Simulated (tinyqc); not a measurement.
Inter-valley coupling by envelope functions against a chain of atomic planes: sweeps and comparisons. A value that a table varies takes the place of the one given here.

Chain: E(phi) = e0 + 2 v cos(phi) + 2 u cos(2 phi), cos(phi0) = -v/(4u), e0 = 2u + v^2/(4u); plane j = 0, 1, ... has the potential V_j = dE x_j + F (j - 30) a/4 (1 MV/m = 1e-4 V/angstrom). There are 30 barrier planes a side; with y = j - 29.5, x_j = xb (f(y) + f(Nw - y)), f(y) = 1/(1 + exp(y/L)), plus any Ge added in the well. The valley splitting is the spacing of the two lowest levels. Envelope theory: F_j solves a one-valley chain with hopping -b and diagonal 2b + V_j, b = 4u sin^2(phi0), sum F_j^2 = 1; the valleys couple by Dv = sum_j F_j^2 V_j exp(-2 i phi0 j) and split by 2|Dv|.

Inputs chosen for the exercise (near those of the Delta valleys of silicon in a SiGe well; the results hold for these values, not for the real material):

| symbol | value | unit | meaning |
|---|---|---|---|
| a | 5.431 | angstrom | lattice constant; planes lie a/4 apart |
| u | 0.593 | eV | second-neighbour hopping |
| v | 0.572 | eV | nearest hopping |
| Nw | 50 |  | planes in the well |
| L | 1.5 | planes | interface width |
| xb | 0.29 |  | Ge fraction of the barriers |
| dE | 0.59 | eV | offset per unit Ge fraction |
| F | 0 | MV/m | field |
| xs | 0.16 |  | Ge fraction added on that plane |
| xw | 0.012 |  | mean Ge fraction of the wiggle |
| x0 | 6837 |  | start of the number sequence |
| na | 20000 |  | atoms a plane under the dot |
| js | 64 |  | plane j of a Ge spike (the well starts at j = 30) |

## Position of the spike

The spike is moved through the well; position counted from the first well plane, j - 30.

Against position:

| j - 30 | F_j^2, smooth | mean of the doublet (meV) | splitting, chain (micro-eV) | envelope | first order |
|---|---|---|---|---|---|
| 2 | 0.00281 | 7.68 | 393 | 382 | 531 |
| 6 | 0.00844 | 8.02 | 1073 | 1032 | 1593 |
| 10 | 0.01633 | 8.49 | 2022 | 1941 | 3083 |
| 15 | 0.02662 | 9.22 | 3476 | 3381 | 5027 |
| 20 | 0.03422 | 9.94 | 4929 | 4867 | 6460 |
| 25 | 0.03662 | 10.24 | 5528 | 5475 | 6914 |
| 32 | 0.03016 | 9.53 | 4090 | 4007 | 5693 |
| 40 | 0.01424 | 8.36 | 1764 | 1691 | 2689 |
| 48 | 0.00193 | 7.62 | 277 | 270 | 364 |

How do the results move?

The splitting is largest at plane 25 among these rows (5528 micro-eV), and the smooth envelope peaks at plane 24, counting all planes; without a spike it is 0.031. Where the splitting exceeds 20 micro-eV the envelope theory lies within 4.1 % of the chain and first order within 52 %.

## A periodic Ge profile (wiggle well)

periods (planes): pi/phi0 1.73153, pi/(pi - phi0) 2.36700

Added fraction xw (1 - cos(2 pi (j - 30)/p)) on the well planes; p = f times the resonant period pi/(pi - phi0). At resonance the estimate is dE xw.

Against period:

| f | p (planes) | mean of the doublet (meV) | splitting, chain (micro-eV) | envelope |
|---|---|---|---|---|
| 0.90 | 2.1303 | 14.44 | 130 | 141 |
| 0.95 | 2.2486 | 14.21 | 2327 | 2433 |
| 0.98 | 2.3197 | 14.37 | 5959 | 6088 |
| 0.99 | 2.3433 | 14.47 | 6750 | 6800 |
| 1.00 | 2.3670 | 14.52 | 7042 | 7030 |
| 1.01 | 2.3907 | 14.49 | 6822 | 6796 |
| 1.02 | 2.4143 | 14.40 | 6166 | 6160 |
| 1.05 | 2.4853 | 14.20 | 3046 | 3017 |
| 1.10 | 2.6037 | 14.39 | 70 | 79 |
| 1.50 | 3.5505 | 14.52 | 12 | 13 |
| 3.00 | 7.1010 | 14.52 | 1 | 1 |

What can be read from the table?

The splitting peaks at f = 1 with 7.04 meV, against the estimate dE xw = 7.08 meV, and is 0.85 and 0.88 of the value at f = 1 two per cent off to either side: the width of the resonance is set by the number of periods under the envelope. At f = 3 it is 1 micro-eV. The chain has one orbital a plane and knows only this resonance; longer periods that work through other bands are outside it.

## Random alloy fluctuations

A uniform fraction x is added on all planes. Each plane j then fluctuates by q sqrt(x_j (1 - x_j)/na) in Ge fraction, q = sqrt12 (z/2147483647 - 1/2) with z(new) = 16807 z mod 2147483647 from x0, restarted for each row; 24 samples. Theory: Dv is a complex Gaussian with sigma^2 = dE^2 sum F_j^4 x_j (1 - x_j)/na, and the mean splitting is sqrt(pi) sigma if the smooth part is negligible.

Splitting (micro-eV):

| x | sigma | sqrt(pi) sigma | mean of 24 | least | largest |
|---|---|---|---|---|---|
| 0.00 | 10.1 | 17.9 | 17.2 | 5.6 | 40.6 |
| 0.01 | 69.4 | 122.9 | 126.8 | 18.8 | 288.7 |
| 0.02 | 97.1 | 172.1 | 178.0 | 25.8 | 404.4 |
| 0.05 | 150.6 | 267.0 | 276.5 | 41.8 | 626.9 |
| 0.10 | 207.1 | 367.1 | 380.2 | 59.2 | 860.8 |

What does this show, and why?

Without added Ge the disorder sits in the barriers, where the state is small: mean 17.2 micro-eV, against 0.031 for the smooth well. With 5 % Ge in the well the mean is 277, theory 267, with a statistical error of about 11 % for 24 samples; the miss is +4 %, and since every row reuses one sequence the rows with added Ge miss alike. The spread grows with the mean: at 5 % the samples run from 42 to 627, so small splittings remain possible. sigma falls as 1/sqrt(na) for larger dots. A chain with one orbital a plane has no Bloch-function factor, which scales all these couplings down in fuller models.

## What each parameter does

Chain with the spike on plane js. Each row changes one parameter from the base and keeps the others.

Results:

| case | level (meV) | splitting (micro-eV) |
|---|---|---|
| base | 9.218 | 3475.8 |
| Nw = 56 | 8.074 | 4002.6 |
| L = 2 planes | 9.815 | 3515.9 |
| xb = 0.34 | 9.447 | 3501.3 |
| dE = 0.649 eV | 9.468 | 3715.7 |
| F = 2 MV/m | 15.082 | 2560.9 |
| js = 67 | 8.769 | 2576.2 |
| xs = 0.208 | 9.530 | 4099.6 |

What does this show?

The largest shifts from the base row, up to three for each result and ties (the steps differ in size, so this ranks the rows, not the parameters). level (meV): F +5.863, Nw -1.144, L +0.596. splitting (micro-eV): F -914.9, js -899.5, xs +623.8.

Program tinyqc; command `OMP_NUM_THREADS=1 python tinyqc.py 1481222 1481223 out.jsonl`; about 0.1 s on one thread of a shared Intel(R) Xeon(R) Processor @ 2.30GHz.
